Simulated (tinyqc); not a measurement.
Convergence with the size of the ring: vibrations of a mass or spring defect in a linear chain. Computed by tinyqc, a small Python program. Command: `OMP_NUM_THREADS=1 python tinyqc.py 3022562 3022563 out.jsonl localmode walk`. One thread of a shared host (Intel(R) Xeon(R) Processor @ 2.30GHz), about 0.01 s of CPU time with the checks.

A ring of N atoms with nearest-neighbour springs k and motion along the chain. Atom 1 is the defect, of mass M', and its two springs are k'. All other atoms have the mass M.

Inputs (values chosen for the exercise, for a model chain): spring constant k = 6.69 eV/angstrom^2; host mass M = 81.2 u; defect mass M' = 26.4 u; spring ratio k'/k at the defect = 1.

Host: monatomic.

Constants: nu for 1 eV/(angstrom^2 u) = 15.6333042 THz.

Method:
- Host band: lambda from 0 to 4k/M.
- nu = 15.6333042 THz x sqrt(lambda), lambda in eV/(angstrom^2 u).
- D_ii = (sum of the two springs at i)/M_i, D_ij = -k_ij/sqrt(M_i M_j) for neighbours, closed into a ring.
- The same matrix for 120 atoms; amplitudes are the mass-weighted eigenvector, in size, relative to the defect, for the highest mode; its weight is the squared component of the normalised eigenvector on the defect.

band edges (THz): [0.00000, 8.97461]

ratio to the top of the host band = 1.35514

highest frequency, long ring = 12.1619 THz

weight of the highest mode on the defect = 0.805882

Highest mode:
```
N    frequency (THz)  weight on the defect  modes outside the bands
4             12.190               0.79226                        1
6             12.163               0.80492                        1
8             12.162               0.80583                        1
12            12.162               0.80588                        1
20            12.162               0.80588                        1
40            12.162               0.80588                        1
80            12.162               0.80588                        1
120           12.162               0.80588                        1
```

The local mode is within 0.01 % of its final value from N = 6 on, and its weight on the defect settles at 0.806: a bound mode needs only a cell larger than its decay length.

Extremes, crossings and ranges named in words are read from the listed rows.
